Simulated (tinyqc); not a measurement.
Magnetisation curve: two coupled magnetic layers: synthetic antiferromagnet, spin flop, exchange bias and magnetoresistance. Computed by tinyqc, a small Python program. Command: `OMP_NUM_THREADS=1 python tinyqc.py 3031307 3031308 out.jsonl saf walk`. One thread of a shared host (Intel(R) Xeon(R) Processor @ 2.30GHz), about 0.4 s of CPU time with the checks.

Moments lie in the plane at the angles p1, p2 from the field. Energy per area: E = J1 cos(p1 - p2) + J2 cos^2(p1 - p2) - B M_s (t1 cos p1 + t2 cos p2) + K (t1 sin^2 p1 + t2 sin^2 p2).

Inputs (values chosen for the exercise, for a model stack):

| quantity | value | unit |
|---|---|---|
| saturation magnetisation M_s | 855 | kA/m |
| thickness t1 | 2 | nm |
| thickness t2 | 1.3 | nm |
| antiferromagnetic coupling J1 | 0.054 | mJ/m^2 |
| biquadratic coupling J2 | 0 | mJ/m^2 |
| in-plane anisotropy K | 3.8 | kJ/m^3 |
| field over the saturation field | 0.82 | - |

Field direction: along the easy axis.

Method. The parallel state is stable while the Hessian at p1 = p2 = 0 is positive: with c = J1 + 2 J2 and u = B M_s + 2K, (u t1 - c)(u t2 - c) > c^2, so B_sat M_s = c (1/t1 + 1/t2) - 2K. B_K = 2K/M_s. The lowest minimum of E over both angles (from five starts; of two mirror images the one with p1 >= 0, and for equal layers |p1| <= |p2|).

saturation field B_sat = 71.2731 mT

Equilibrium states:

| B/B_sat | B (mT) | p1 (degrees) | p2 (degrees) | m/m_sat |
|---|---|---|---|---|
| 0.02 | 1.425 | 0.000 | -180.00 | 0.2121 |
| 0.06 | 4.276 | 0.000 | -180.00 | 0.2121 |
| 0.12 | 8.553 | 0.000 | -180.00 | 0.2121 |
| 0.20 | 14.255 | 0.000 | -180.00 | 0.2121 |
| 0.30 | 21.382 | 0.000 | -180.00 | 0.2121 |
| 0.45 | 32.073 | 0.000 | -180.00 | 0.2121 |
| 0.60 | 42.764 | 34.436 | -81.79 | 0.5561 |
| 0.80 | 57.018 | 28.368 | -48.94 | 0.7920 |
| 0.95 | 67.709 | 14.682 | -23.08 | 0.9487 |
| 1.10 | 78.400 | 0.000 | 0.00 | 1.0000 |

The collinear state is the lowest in 6 row(s), with m/m_sat = (t1 - t2)/(t1 + t2) = 0.212; then the moments are canted and close at B_sat. The largest gap between m/m_sat and B/B_sat in the canted rows is 0.044.

Extremes, crossings and ranges named in words are read from the listed rows.
